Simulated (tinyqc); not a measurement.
Worked calculation: specific resistance of a metal-semiconductor contact and its transmission-line measurement. Computed by tinyqc, a small Python program that keeps every step. Command: `OMP_NUM_THREADS=1 python tinyqc.py 3007613 3007614 out.jsonl contact walk`. One thread of a shared host (Intel(R) Xeon(R) Processor @ 2.30GHz), about 0.01 s of CPU time with the checks. Intermediate numbers are printed to about 6 digits and carried at full precision; extremes and crossings named in words are read from the listed rows.

The barrier is parabolic (depletion approximation), energies E are normal energies counted from the band edge in the neutral semiconductor (downwards for holes), and the bias is zero. xi is an input, held fixed when other inputs move.

Inputs (values chosen for the exercise, modelled on n-type 4H-SiC):
```
quantity                                           value          unit
tunnelling mass m                                   0.29           m_0
permittivity eps                                     9.7             -
Richardson constant A*                               142  A/(cm^2 K^2)
barrier height phi_B                                0.86            eV
doping N                                         2.6e+19        1/cm^3
Fermi level above the band edge in the bulk, xi   0.0094            eV
temperature T                                        400             K
sheet resistance R_sh                                970           ohm
contact length d                                    0.85    micrometre
contact width W                                      2.4    micrometre
```

Image-force lowering: included.

Constants: hbar = 1.054571817e-34 J s; eps_0 = 8.8541878128e-12 F/m; m_0 = 9.1093837015e-31 kg; k_B = 8.617333262e-05 eV/K; e = 1.602176634e-19 C.

## Tunnelling energy and barrier

E_00 = (e hbar/2) sqrt(N/(eps eps_0 m)); band bending E_b = phi_B + xi; depletion width w = sqrt(2 eps eps_0 E_b/(e^2 N)). Image lowering d_phi = (e^3 N E_b/(8 pi^2 (eps eps_0)^3))^(1/4) (E_b in volts), and E_b - d_phi replaces E_b everywhere except in w.

E_00 = 56.4455 meV

E_00/k_B T = 1.63756

depletion width = 5.98747 nm

barrier used, above the bulk band edge = 0.661768 eV

By the usual rule this is thermionic-field emission (0.5 to 5 k_B T).

## Transmission and supply

WKB transmission for E < E_b, with a = E/E_b: D = exp{-(E_b/E_00) [sqrt(1 - a) - a ln((1 + sqrt(1 - a))/sqrt(a))]}; D = 1 above. f = 1/(1 + exp((E - xi)/k_B T)).

E, D, f and D f at E/E_b = 0.05, 0.15, 0.3, 0.45, 0.6, 0.75, 0.9, 0.98:
```
E/E_b    E (eV)            D            f          D f
0.05   0.033088  3.90657e-05  3.34649e-01  1.30733e-05
0.15   0.099265  3.38188e-04  6.86824e-02  2.32275e-05
0.30   0.198531  3.87413e-03  4.12349e-03  1.59750e-05
0.45   0.297796  2.56996e-02  2.32419e-04  5.97307e-06
0.60   0.397061  1.14088e-01  1.30521e-05  1.48909e-06
0.75   0.496326  3.56310e-01  7.32820e-07  2.61111e-07
0.90   0.595592  7.76987e-01  4.11444e-08  3.19686e-08
0.98   0.648533  9.78048e-01  8.85681e-09  8.66238e-09
```

Among these points D f is largest at E/E_b = 0.15; for a non-degenerate tail the peak lies at E/E_b = 1/cosh^2(E_00/k_B T) = 0.140.

## Specific contact resistance

At zero bias 1/rho_c = (e A*/k_B^2) int D(E) f(E) dE, f = 1/(1 + exp((E - xi)/k_B T)); 200 Gauss-Legendre points from 0 to E_b, and k_B T ln(1 + exp((xi - E_b)/k_B T)) for the part above the barrier; the share of tunnelling is the part below.

specific contact resistance rho_c = 1.02378e-05 ohm cm^2

share of tunnelling = 99.9959 %

rho_c by thermionic emission alone = 0.251481 ohm cm^2

Tunnelling lowers rho_c by a factor 24600. The field-emission exponent (E_b - xi)/E_00 is 11.6, the thermionic one (E_b - xi)/k_B T is 18.9.

## Current crowding

Transmission-line model: transfer length L_T = sqrt(rho_c/R_sh); R_c = (R_sh L_T/W) coth(d/L_T). Limits: rho_c/(W d) for d << L_T, sqrt(rho_c R_sh)/W for d >> L_T.

transfer length L_T = 1.02735 micrometre

d/L_T = 0.827373

contact resistance R_c = 611.461 ohm

R_c W = 1467.51 ohm micrometre

short-contact limit = 501.854 ohm

long-contact limit = 415.220 ohm

The contact is about one transfer length long, between the two limits.

## A transmission-line measurement read back

Transmission-line model: transfer length L_T = sqrt(rho_c/R_sh); R_c = (R_sh L_T/W) coth(d/L_T). Two contacts a gap s apart give R = 2 R_c + R_sh s/W. A straight-line fit gives R_sh from the slope and R_c from the intercept; the simple reading takes L_x = R_c W/R_sh as the transfer length and rho_c = R_sh L_x^2.

Resistances:
```
gap s (micrometre)  R (ohm)
1.5                  1829.2
3.0                  2435.4
6.1                  3688.3
12.0                 6072.9
24.0                10922.9
```

L_x = 1.51289 micrometre

rho_c by the simple reading = 2.22018e-05 ohm cm^2

simple reading over true value = 2.16860

The simple reading is 2.17 times too high, the factor coth^2(d/L_T): it holds only for d above about 2 L_T.

Checks made by the program: closed WKB exponent against numerical integration over the parabolic barrier (relative difference below 1e-10).
